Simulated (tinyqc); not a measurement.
Inside a calculation (part 3 of 3). Method: UHF in the sto-3g basis, for BeH2, spin multiplicity 1. Computed by tinyqc, a small Python program that keeps every step (integrals from PySCF). Command: `OMP_NUM_THREADS=1 python tinyqc.py 25545 25546 out.jsonl` (the two numbers bound the seeds that draw the settings). One thread of a shared host (Intel(R) Xeon(R) Processor @ 2.60GHz), about 0.1 s of CPU time with the checks.

Geometry (angstrom):
```
atom       x        y       z
Be    0.0000   0.0000  0.0000
H     0.0000   1.3690  0.1320
H     0.0000  -1.3690  0.1320
```

## Populations, bond orders and dipole

D(alpha) after iteration 28:
```
          1Be 1s   1Be 2s  1Be 2px  1Be 2py  1Be 2pz    2H 1s    3H 1s
1Be 1s    1.0324  -0.0936   0.0000   0.0000  -0.0051  -0.0900  -0.0900
1Be 2s   -0.0936   0.3218   0.0000   0.0000   0.0129   0.2225   0.2225
1Be 2px   0.0000   0.0000   0.0000   0.0000   0.0000   0.0000   0.0000
1Be 2py   0.0000   0.0000   0.0000   0.2516   0.0000   0.2057  -0.2057
1Be 2pz  -0.0051   0.0129   0.0000   0.0000   0.0005   0.0089   0.0089
2H 1s    -0.0900   0.2225   0.0000   0.2057   0.0089   0.3226  -0.0138
3H 1s    -0.0900   0.2225   0.0000  -0.2057   0.0089  -0.0138   0.3226
```

D(beta) after iteration 28:
```
          1Be 1s   1Be 2s  1Be 2px  1Be 2py  1Be 2pz    2H 1s    3H 1s
1Be 1s    1.0324  -0.0936   0.0000   0.0000  -0.0051  -0.0900  -0.0900
1Be 2s   -0.0936   0.3218   0.0000   0.0000   0.0129   0.2225   0.2225
1Be 2px   0.0000   0.0000   0.0000   0.0000   0.0000   0.0000   0.0000
1Be 2py   0.0000   0.0000   0.0000   0.2516   0.0000   0.2057  -0.2057
1Be 2pz  -0.0051   0.0129   0.0000   0.0000   0.0005   0.0089   0.0089
2H 1s    -0.0900   0.2225   0.0000   0.2057   0.0089   0.3226  -0.0138
3H 1s    -0.0900   0.2225   0.0000  -0.2057   0.0089  -0.0138   0.3226
```

overlap S:
```
         1Be 1s  1Be 2s  1Be 2px  1Be 2py  1Be 2pz   2H 1s    3H 1s
1Be 1s   1.0000  0.2595   0.0000   0.0000   0.0000  0.0643   0.0643
1Be 2s   0.2595  1.0000   0.0000   0.0000   0.0000  0.4457   0.4457
1Be 2px  0.0000  0.0000   1.0000   0.0000   0.0000  0.0000   0.0000
1Be 2py  0.0000  0.0000   0.0000   1.0000   0.0000  0.5134  -0.5134
1Be 2pz  0.0000  0.0000   0.0000   0.0000   1.0000  0.0495   0.0495
2H 1s    0.0643  0.4457   0.0000   0.5134   0.0495  1.0000   0.0313
3H 1s    0.0643  0.4457   0.0000  -0.5134   0.0495  0.0313   1.0000
```

Mulliken: Z minus the diagonal of D S on the atom; Loewdin: the same with S^(1/2) D S^(1/2); Mayer order: 2 sum_s sum (D(s) S)_ij (D(s) S)_ji over the two atoms.

Charges (e):
```
atom  Mulliken  Loewdin  Mulliken spin
1Be     0.0866   0.0704      -4.94e-09
2H     -0.0433  -0.0352       2.47e-09
3H     -0.0433  -0.0352       2.47e-09
```

Mayer bond orders:
```
pair   order
2-1   0.9972
3-1   0.9972
3-2   0.0010
```

dipole moment about the origin, x y z (debye): 0.0000  0.0000  -0.4391

<S^2> of the determinant (pure state: 0) = 0.0000
